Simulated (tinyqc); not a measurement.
Sublattice potential against complex hopping: Haldane model. Computed by the program tinyqc. 

Honeycomb lattice:
```
parameter     value
t1 (eV)    2.320000
t2 (eV)    0.190000
phi (rad)  2.000000
```

H_AA = delta - 2 t2 sum cos(k.b + phi), H_BB = -delta - 2 t2 sum cos(k.b - phi), H_AB = -t1 (1 + exp(-i k.a1) + exp(-i k.a2)), b = a1, a2 - a1, -a2, m = 3 sqrt3 t2 sin(phi); the sign of the Chern number follows the orientation k1 then k2.

Gaps at the two valleys (eV) and Chern number of the lower band (12 x 12 mesh):
```
delta   gap 2|delta - m|  gap 2|delta + m|  Chern number
-1.616             5.027             1.437             0
-1.167             4.129             0.539             0
-0.539             2.873             0.717            -1
0.000              1.795             1.795            -1
0.359              1.077             2.513            -1
0.673              0.449             3.141            -1
1.122              0.449             4.039             0
1.795              1.795             5.385             0
```

Here |m| = 0.8977 eV. For |delta| < |m| the two valleys have masses of opposite sign and the Chern number is +/-1; one gap closes at |delta| = |m|, and beyond it the band is trivial.
